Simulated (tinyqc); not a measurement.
Strain and the order of the valence edges: six-band k.p model of the valence band of a wurtzite crystal.

At k = 0: E1 = D1c + D2c + Te + Le (pure HH); E2, E3 = Le + u +/- sqrt(u^2 + 2 D3c^2), u = (D1c - D2c + Te)/2, D1c = Dcr, D2c = D3c = Dso/3. The weight of LH in state 2 is fL = (E2 - Le)^2/((E2 - Le)^2 + 2 D3c^2). Relative strengths of transitions to the conduction band: for E perpendicular to c (TE) 1/2, fL/2, (1 - fL)/2; for E along c (TM) 0, 1 - fL, fL, with one momentum element for both directions.

Strain of a c-plane layer: exx = eyy = e_par, ezz = -2 (C13/C33) e_par; Le = D1 ezz + D2 (exx + eyy), Te = D3 ezz + D4 (exx + eyy).

Conduction edge: Ec = (top of the unstrained valence band) + Eg + (a1 + D1) ezz + (a2 + D2)(exx + eyy).
Constants: kB = 8.617333262e-05 eV/K.

Values chosen for the exercise (near those of GaN; not measured data): Dcr = 0.0141 eV (crystal-field splitting); Dso = 0.0176 eV (spin-orbit splitting); Eg = 3.535 eV (direct gap at Gamma from the top of the unstrained valence band); a1 = -5.08 eV (gap potential along c); a2 = -11.31 eV (gap potential in the plane); D1 = -3.53 eV; D2 = 4.65 eV; D3 = 8.28 eV; D4 = -4.25 eV; C13 = 108 GPa; C33 = 379 GPa; T = 200 K (temperature).

Edges from the unstrained top. Degree of polarisation (TE - TM)/(TE + TM), each state weighted by exp(E/kT) alone (equal densities of states).

Results:
```
e_par (%)  E1 (meV)  E2 (meV)  E3 (meV)     fL  lowest transition (eV)  polarisation
-0.80          15.3       4.1    -111.1  0.995                  3.5870         0.991
-0.60          11.4       0.5     -88.6  0.991                  3.5740         0.980
-0.40           7.6      -3.0     -66.3  0.983                  3.5610         0.942
-0.20           3.8      -6.0     -44.5  0.951                  3.5480         0.800
0.00            0.0      -6.6     -25.1  0.722                  3.5350         0.370
0.20           -3.8       5.9     -18.8  0.130                  3.5123        -0.329
0.40           -7.6      26.8     -20.9  0.031                  3.4746        -0.790
0.80          -15.3      71.2     -27.7  0.007                  3.3965        -0.983
```

Give the missing row, e_par (%) = 0.60.

Computed row:
```
e_par (%)  E1 (meV)  E2 (meV)  E3 (meV)     fL  lowest transition (eV)  polarisation
0.60          -11.4      48.9     -24.1  0.013                  3.4357        -0.943
```

E1 = E2 requires Dcr + Te = 0, which here falls at e_par = 0.11 %, inside the sweep: state 1 is on top for smaller e_par and state 2 beyond. The polarisation goes from +0.99 to -0.98 and changes sign between 0.00 and 0.20 %; the lowest transition moves by -119 meV per 1 % on average.

Run: tinyqc, `OMP_NUM_THREADS=1 python tinyqc.py 1050524 1050525 out.jsonl`; Intel(R) Xeon(R) Processor @ 2.30GHz, one thread, shared host; about 0.01 s of CPU time with all checks.
